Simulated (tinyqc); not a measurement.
Inside a calculation. Model: charge-trap memory cell.

Numbers from tinyqc (`OMP_NUM_THREADS=1 python tinyqc.py 2130076 2130077 out.jsonl`; about 0.09 s on one thread of a shared Intel Xeon 2.30GHz). Printed values are rounded.

Channel, tunnel oxide, storage layer, blocking layer, gate. N electrons per area sit in a sheet at the centroid and shift the threshold by U = (q/eps0) N (tb/eb + xc tn/en). EOT = t1 + 3.9 (tn/en + tb/eb); tunnel field F = (Vg - U)/EOT; dN/dt = eta (J/q)(1 - N/Nm). Fowler-Nordheim: J = A F^2 exp(-B/F), A = q^2/(16 pi^2 hbar mo phi) (times 1e14 for A/cm^2 with F in V/nm, emitter mass m0), B = (4/3) sqrt(mo/C) phi^1.5, C = hbar^2/(2 m0).

Parameters, values chosen for the exercise; oxide values close to those of silicon dioxide, storage layer close to silicon nitride, blocking layer close to aluminium oxide: tunnel barrier phi = 3.03 eV; tunnelling mass mo = 0.42 m0; tunnel oxide (permittivity 3.9) t1 = 3.7 nm; storage layer tn = 6.5 nm; its relative permittivity en = 7.2; blocking layer tb = 14 nm; its relative permittivity eb = 9; charge centroid, share of tn counted from the blocking side xc = 0.68; capture efficiency of an empty layer eta = 0.53; trap density Nm = 6.7e12 cm^-2; storage temperature T = 358 K; shallowest trap depth E1 = 0.71 eV; deepest trap depth E2 = 1.73 eV; attempt frequency nu = 1e13 1/s; gate voltage less flat band and surface potential Vg = 16.4 V; first time step d0 = 3.6e-8 s; growth of the step gr = 1.4; steps n = 11.

Constants: q = 1.602176634e-19 C, kB = 1.380649e-23 J/K, hbar = 1.054571817e-34 J s, m0 = 9.1093837015e-31 kg, Vt = kB T/q, eps0 = 8.8541878128e-14 F/cm where lengths are in cm, hbar^2/(2 m0) = 0.0380998212 eV nm^2. Results are converted to the units shown.

Range of the model: The Fowler-Nordheim form needs F t1 above phi; trap-assisted paths and leakage through the blocking layer are left out.

## Constants of the stack

EOT, the shift for 1e12 electrons per cm^2, the shift with all traps full, and the starting field, current and rate.

EOT = 13.2875 nm
shift for 1e12 cm^-2 = 0.392564 V
shift with all traps full = 2.63018 V
F(0) = 1.23424 V/nm
J(0) = 1.12264 A/cm^2
dN/dt at the start = 3.71368e18 cm^-2 s^-1

## Midpoint steps of growing length

N(half) = N + (d/2) r(N), N(new) = N + d r(N(half)), r = dN/dt; the step starts at d0 and is multiplied by gr each time. Field in the blocking layer (3.9 F + q N/eps0)/eb.

```
step	t (s)	N (cm^-2)	U (V)	F (V/nm)	blocking field (V/nm)
0	0	0	0.00000	1.23424	0.534839
1	3.6e-8	1.27995e11	0.05025	1.23046	0.535773
2	8.64e-8	2.90682e11	0.11411	1.22565	0.536961
3	1.56960e-7	4.92127e11	0.19319	1.21970	0.538433
4	2.55744e-7	7.34348e11	0.28828	1.21255	0.540202
5	3.94042e-7	1.01663e12	0.39909	1.20421	0.542263
6	5.87658e-7	1.33538e12	0.52422	1.19479	0.544591
7	8.58722e-7	1.68463e12	0.66133	1.18447	0.547142
8	1.23821e-6	2.05699e12	0.80750	1.17347	0.549861
9	1.76949e-6	2.44461e12	0.95966	1.16202	0.552692
10	2.51329e-6	2.84001e12	1.11488	1.15034	0.555580
11	3.55461e-6	3.23654e12	1.27055	1.13862	0.558476
```

A converged integration gives U = 1.282 V at the last time; the steps are 0.87 % below that. The tunnel field falls by 7.75 % while the blocking field rises by 4.42 %.

## Retention after ten years

Retention: filled traps are spread evenly in depth from E1 to E2, and each empties at the rate nu exp(-E/kB T). The share left is the mean of exp(-nu t exp(-E/kB T)) = [kB T/(E2 - E1)] [E1x(nu t exp(-E2/kB T)) - E1x(nu t exp(-E1/kB T))], E1x the exponential integral; traps shallower than about Ed = kB T ln(nu t) are empty. t = 3.15576e8 s.

Ed = 1.52719 eV
share left = 0.181421
loss a decade while Ed lies between E1 and E2, kB T ln 10/(E2 - E1) = 0.0696420

The sharp-edge estimate (E2 - Ed)/(E2 - E1) is 0.199; the true edge lies 0.577 kB T deeper.
